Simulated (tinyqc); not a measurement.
The 3-omega method: a line heater on a substrate with a thin film: one step, computed by the program tinyqc. Command: `OMP_NUM_THREADS=1 python tinyqc.py 3003096 3003097 out.jsonl threeomega walk`. One thread of a shared host (Intel(R) Xeon(R) Processor @ 2.30GHz), about 0.01 s of CPU time with the checks.

A current at angular frequency omega = 2 pi f heats the line at 2 omega with the amplitude P per length; the temperature swing Delta T at 2 omega gives a voltage at 3 omega. The substrate is taken as semi-infinite and isotropic, and the heat capacity of heater and film is left out.

Problem. The film adds a constant step. One-dimensional flow across the film: Delta T_f = P (t/kappa_f + R_i)/(2 b); total in-phase swing Delta T = Delta T_s + Delta T_f; third-harmonic amplitude V_3 = V_1 beta |Delta T|/2 with the out-of-phase part included; the apparent film conductivity is t/(t/kappa_f + R_i).

Inputs (values chosen for the exercise, modelled on amorphous silicon on silicon):
```
quantity                                    value        unit
heater half-width b                           3.9  micrometre
power amplitude per length P                   40         W/m
film thickness t                              120          nm
film conductivity kappa_f                     1.5     W/(m K)
interface resistance R_i                       28    m^2 K/GW
temperature coefficient of resistance beta      3      1e-3/K
voltage amplitude V_1                        0.46           V
```

in-phase Delta T_s = 0.4309979 K

out-of-phase Delta T_s = -0.07088890 K

Give: Delta T_f; total in-phase swing; V_3; apparent film conductivity; film share of the in-phase swing.

Solution.

Delta T_f = 0.55385 K

total in-phase swing = 0.98484 K

V_3 = 0.68130 mV

apparent film conductivity = 1.1111 W/(m K)

film share of the in-phase swing = 0.56237

The interface lowers the apparent conductivity by 26 %. The film gives a large part of the signal. Caution: the penetration depth exceeds a fifth of the substrate thickness, so the back face is felt and the semi-infinite formula fails.
